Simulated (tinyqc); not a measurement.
# A finite superlattice with mass mismatch, transfer matrices: several studies

One electron of energy E comes from the left lead (band edge 0); no transverse momentum. Parabolic bands, masses in units of m0, C = hbar^2/(2 m0); psi and psi'/m are continuous at every interface. N periods of a barrier d1 followed by a well Lw; the right lead equals the left one.

Parameters, values chosen for the exercise; masses and offsets close to those of InGaAs wells and InAlAs barriers: mass in the left lead mL = 0.041 m0; barrier height U1 = 0.53 eV; barrier mass m1 = 0.074 m0; barrier width d1 = 1.1 nm; well width (edge 0, mass mL) Lw = 3.5 nm; number of periods N = 6; electron energy E = 0.229 eV.

Constants: q = 1.602176634e-19 C, hbar = 1.054571817e-34 J s, m0 = 9.1093837015e-31 kg, hbar^2/(2 m0) = 0.0380998212 eV nm^2. Results are converted to the units shown.

Each table varies one quantity; the others keep the values above.

## Transmission against energy

For the pair (psi, psi'/m) a flat layer has M = [[cos kd, (m/k) sin kd], [-(k/m) sin kd, cos kd]] with k = sqrt(m (E - U)/C) above its edge U, and M = [[cosh Kd, (m/K) sinh Kd], [(K/m) sinh Kd, cosh Kd]] with K = sqrt(m (U - E)/C) below it. The matrices are multiplied with later layers to the left. With M acting on (psi, psi'/m) and v = k/m in each lead, T(E) = 4 vL vR/[(vL vR M12 - M21)^2 + (vR M11 + vL M22)^2]. The last column is exp(-2 sum K d) over the layers with U > E.

Transmission against energy:

| E (eV) | T(E) | exp(-2 sum K d) |
|---|---|---|
| 0.042 | 2.246e-7 | 2.623e-6 |
| 0.125 | 0.2663 | 8.234e-6 |
| 0.208 | 0.5373 | 2.927e-5 |
| 0.291 | 0.4988 | 1.242e-4 |
| 0.374 | 0.003906 | 6.990e-4 |
| 0.457 | 8.584e-4 | 0.006940 |
| 0.54 | 0.001297 | 1.000 |
| 0.623 | 0.009336 | 1.000 |
| 0.705 | 0.9118 | 1.000 |
| 0.788 | 0.6667 | 1.000 |
| 0.871 | 0.7540 | 1.000 |
| 0.954 | 0.9151 | 1.000 |

Read the table: what changes, and by how much?

T(E) runs from 2.25e-7 at 0.042 eV to 0.915 at 0.954 eV; among the rows its largest value is 0.915 at 0.954 eV. Below the barriers it exceeds exp(-2 sum K d) by up to a factor of 32300 (at 0.125 eV), which marks a resonance or miniband close to that energy.

## Lowest miniband against d1

With x(E) = (M11 + M22)/2 of one period, the lowest miniband of the infinite superlattice runs from x = 1 to x = -1, and the mass at its bottom is -2 C (dx/dE)/(d1 + Lw)^2.

Lowest miniband against d1:

| d1 (nm) | bottom (eV) | top (eV) | width (meV) | mass at the bottom (m0) |
|---|---|---|---|---|
| 0.6 | 0.07065 | 0.4467 | 376.0 | 0.04726 |
| 0.8 | 0.08732 | 0.3926 | 305.3 | 0.04970 |
| 1 | 0.1015 | 0.3514 | 249.9 | 0.05236 |
| 1.3 | 0.1190 | 0.3064 | 187.3 | 0.05689 |
| 1.5 | 0.1287 | 0.2843 | 155.6 | 0.06032 |
| 1.7 | 0.1370 | 0.2668 | 129.8 | 0.06415 |
| 2 | 0.1473 | 0.2468 | 99.55 | 0.07074 |
| 2.2 | 0.1530 | 0.2367 | 83.67 | 0.07581 |

What does the table show?

The width falls from 376 to 83.7 meV, the bottom rises from 0.0707 to 0.153 eV, and the mass at the bottom rises from 0.0473 to 0.0758 m0 (well mass 0.041). Thicker barriers weaken the coupling between wells, which narrows the band and makes it heavier. In 1 of the 8 rows a layer is thinner than 0.8 nm, a few atomic planes, where an effective mass is a rough description.

## Transmission against the number of periods

x = (M11 + M22)/2 of one period. For |x| < 1 the energy lies in a miniband and cos(th) = x; for |x| > 1 it lies in a gap and cosh(g) = |x|. M^N = U_(N-1)(x) M - U_(N-2)(x) 1, with U_n = sin((n + 1) th)/sin th in a band and sign(x)^n sinh((n + 1) g)/sinh g in a gap.

Transmission against the number of periods:

| N | T(E) | 1/T(E) - 1 |
|---|---|---|
| 1 | 0.5226 | 0.9133 |
| 2 | 0.6591 | 0.5173 |
| 3 | 0.8535 | 0.1717 |
| 4 | 0.4847 | 1.063 |
| 5 | 0.8843 | 0.1308 |
| 6 | 0.6345 | 0.5760 |
| 8 | 0.9968 | 0.003234 |
| 10 | 0.6855 | 0.4589 |
| 12 | 0.4862 | 1.057 |
| 16 | 0.9873 | 0.01290 |

Here x = -0.3763. The energy lies in a miniband: 1/T(E) - 1 equals its one-period value times U_(N-1)^2, so T(E) oscillates with N, between 0.485 and 0.997 in these rows, and does not decay.

Range of the model: Masses are held fixed, although real bands cease to be parabolic a few tenths of an eV from their edges (inside a barrier too).

Computed by the program tinyqc: `OMP_NUM_THREADS=1 python tinyqc.py 2560046 2560047 out.jsonl`, one thread of a shared Intel Xeon 2.30GHz, about 0.01 s for the whole run.
